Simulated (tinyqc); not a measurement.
Off-state leakage of single and stacked transistors: two steps of the calculation.

n-channel devices of unit width. Subthreshold current I(Vg, Vs, Vd) = I0 (T/300 K)^0.5 exp[(Vg - Vs - VT(T) - gb (Vs - Vb) + dd (Vd - Vs))/(nf Vt)] (1 - exp(-(Vd - Vs)/Vt)), VT(T) = VT - cT (T - 300 K). Gate-edge tunnelling Ig (Vd/1 V) exp(ag (Vd - 1 V)), for a gate at 0 V, and band-to-band leakage Ab u exp(-Bb/u), u = Vd - Vb + 1 V, flow at a drain held at V; both are taken as independent of T. In a stack of off transistors (all gates at 0 V) the same subthreshold current passes through each.

Parameters, values chosen for the exercise; values of the order met in bulk silicon logic transistors:
- T = 398 K (temperature)
- V = 0.8 V (supply voltage)
- VT = 0.46 V (threshold at 300 K, zero drain and body bias)
- cT = 0.8 mV/K (fall of the threshold with temperature)
- I0 = 0.36 uA/um (current at threshold at 300 K)
- nf = 1.21 (slope factor)
- dd = 0.05 (drain-induced lowering per volt)
- gb = 0.12 (rise of the threshold per volt of source-body bias)
- Ig = 7e-6 uA/um (gate-edge tunnelling current at 1 V)
- ag = 4.7 1/V (exponential slope of the gate current)
- Ab = 8 uA/(um V) (prefactor of band-to-band leakage at the drain)
- Bb = 22 V (its exponential voltage)
- Vb = 0 V (body voltage)

Constants: q = 1.602176634e-19 C, kB = 1.380649e-23 J/K, Vt = kB T/q. Results are converted to the units shown.

Question 1. Leakage of one transistor. Vg = Vs = 0, Vd = V; effective threshold VT(T) - gb Vb - dd V.

Find: effective threshold; parts; total; shares.

Answer 1.

effective threshold = 0.3416 V
parts (nA/um): subthreshold 0.1104, gate edge 0.002188, band-to-band 0.07085
total = 0.1834 nA/um
shares (%): subthreshold 60.18, gate edge 1.193, band-to-band 38.63

The subthreshold part is the largest.

Question 2. New Vx. Stack of two, Vx the node between them: I_low = I(0, 0, Vx), I_up = I(0, Vx, V), f = ln(I_up/I_low), f' = -(1 + gb + 2 dd)/(nf Vt) - 1/(Vt (exp(Vx/Vt) - 1)) - 1/(Vt (exp((V - Vx)/Vt) - 1)), Vx(new) = Vx - f/f'.

Vx after iteration 1 = 0.043017794 V

Wanted: I_low; I_up; f; f'; Vx after iteration 2.

Answer 2.

I_low = 0.03168 nA/um
I_up = 0.03282 nA/um
f = 0.03510
f' = -41.04 1/V
Vx after iteration 2 = 0.04387 V

Program tinyqc, `OMP_NUM_THREADS=1 python tinyqc.py 2242239 2242240 out.jsonl`; Intel Xeon 2.30GHz, shared host, one thread, about 0.03 s.
